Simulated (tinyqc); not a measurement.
Inside a calculation: conduction-band anticrossing with a localised impurity level. Values are carried at full precision from step to step, so a last printed digit may differ when a step is redone from the rounded ones.

Host conduction band EM(k) = Eg - al x + c k^2/mM, c = hbar^2/2m0, coupled to a flat level EI by V = C sqrt(x): H = [[EM, V], [V, EI]], E+/- = (EM + EI)/2 +/- sqrt((EM - EI)^2/4 + V^2). The host weight of a state at E is f = 1/(1 + V^2/(E - EI)^2), and its mass at k = 0 is mM/f. The gap is E-(0), the valence top staying at 0.

Constants: hbar^2/2m0 = 3.80998211 eV angstrom^2.

Parameters, chosen for this exercise (host near GaAs; the results hold for these values, not for the real material):
```
symbol  value  unit        meaning
Eg      1.542  eV          gap at Gamma to the s-like level
mM      0.066  m0          mass of the host band
EI      1.799  eV          impurity level, from the valence top of the host
C       2.77   eV          coupling
al      1.47   eV          linear shift of the host edge
x       0.044              impurity fraction
k       0.038  1/angstrom  wave vector
```

## The two levels at k = 0

Give EM, V, both levels, their host weights, the gap and the mass of the band at the gap.

EM(0) = 1.4773 eV
V = 0.5810 eV

E-, E+ (eV): 1.0353  2.2411

host weights: 0.6334  0.3666

gap = 1.0353 eV
mass of E- = 0.1042 m0

The gap is 507 meV below that of the host, 115 meV per 1 % of impurity. V/|EM - EI| = 1.81; second-order perturbation theory would shift the host level by V^2/(EM - EI) = -1050 meV, the exact shift is -442 meV.

## The levels at one k

Fill in the matrix and give levels and weights.

H (eV):
```
            host  impurity
host      1.5607    0.5810
impurity  0.5810    1.7990
```

E-, E+ (eV): 1.0867  2.2730

host weights: 0.6005  0.3995

## Dispersion

Seven points from k = 0 to 0.12 1/angstrom.

Levels (eV):
```
k (1/angstrom)      EM      E-      E+  host weight of E-
0.000           1.4773  1.0353  2.2411              0.633
0.020           1.5004  1.0498  2.2496              0.624
0.040           1.5697  1.0921  2.2766              0.597
0.060           1.6851  1.1582  2.3259              0.549
0.080           1.8468  1.2414  2.4044              0.479
0.100           2.0546  1.3319  2.5217              0.393
0.120           2.3086  1.4193  2.6882              0.299
```

E- flattens towards EI = 1.799 eV, which it cannot cross: its width is bounded by 0.764 eV, of which 50 % is used up at the last point. The unmixed host band crosses EI at k = 0.0746 1/angstrom, where the splitting is smallest, 2V = 1.162 eV.

## Checks

- Closed form against diagonalisation: they agree to 1e-10 or better.
- Mass mM/f against the curvature of the band: both 0.1042.

Computed by tinyqc, a small Python program: `OMP_NUM_THREADS=1 python tinyqc.py 1050975 1050976 out.jsonl` (the numbers bound the seed that draws the inputs); one thread of a shared host (Intel(R) Xeon(R) Processor @ 2.30GHz), about 0.01 s for the whole set of steps.
